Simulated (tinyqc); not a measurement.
Worked calculation: harmonic frequencies on the RHF/sto-3g surface (energies and gradients from PySCF), for H3-, spin multiplicity 1. The basis has no diffuse functions, so it cannot describe the extra electron: this is an exercise in the method, not the real anion. One step of it, computed by the program tinyqc.

Task: One row of the Hessian: 3Hy. Displace 3Hy by +/-0.01 bohr; H(k, :) = (g(+) - g(-)) / (2 delta).

optimised positions (bohr), order 1H, 2H, 3H:
$$\begin{pmatrix}
0.003890 & -1.260584 & -0.080720 \\
0.060472 & 0.428358 & 0.772278 \\
0.117052 & 2.117240 & 1.625246
\end{pmatrix}$$

gradient at +delta (hartree/bohr), order 1H, 2H, 3H:
$$\begin{pmatrix}
-0.00003727 & -0.00078887 & -0.00056183 \\
0.00000922 & -0.00037688 & 0.00013899 \\
0.00002805 & 0.00116575 & 0.00042284
\end{pmatrix}$$

gradient at -delta (hartree/bohr), order 1H, 2H, 3H:
$$\begin{pmatrix}
0.00003784 & 0.00079971 & 0.00057046 \\
-0.00000856 & 0.00039900 & -0.00012901 \\
-0.00002928 & -0.00119871 & -0.00044145
\end{pmatrix}$$

Give: row of the Hessian.

Result:

row of the Hessian (hartree/bohr^2): 1Hx -0.003755, 1Hy -0.079429, 1Hz -0.056614, 2Hx 0.000889, 2Hy -0.038794, 2Hz 0.013400, 3Hx 0.002867, 3Hy 0.118223, 3Hz 0.043215
